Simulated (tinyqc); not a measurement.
Anisotropic elasticity and sound waves of a cubic crystal: one step, computed by the program tinyqc.

Voigt order 1..6 = xx, yy, zz, yz, xz, xy, with engineering shear strains. The rotated frame has x' as named, z' along the wafer normal and y' = z' x x'.

Task: Stiffness in the rotated frame. C'_ijkl = C12 delta_ij delta_kl + C44 (delta_ik delta_jl + delta_il delta_jk) - H sum_m a_im a_jm a_km a_lm.

Inputs (values chosen for the exercise, modelled on indium arsenide): C12 = 45.91 GPa; C44 = 39.63 GPa.

Frame: (001) wafer, x' along [210].

H = 43.15 GPa

direction cosines a (rows x', y', z' in the cube axes):
```
,x,y,z
x',0.894427,0.447214,0.000000
y',-0.447214,0.894427,0.000000
z',0.000000,0.000000,1.000000
```

Give: C'.

Result:

C' (GPa):
```
,1,2,3,4,5,6
1,95.828,32.102,45.910,0.000,0.000,10.356
2,32.102,95.828,45.910,0.000,0.000,-10.356
3,45.910,45.910,82.020,0.000,0.000,0.000
4,0.000,0.000,0.000,39.630,0.000,0.000
5,0.000,0.000,0.000,0.000,39.630,0.000
6,10.356,-10.356,0.000,0.000,0.000,25.822
```

Normal stress couples to shear strain in this frame.
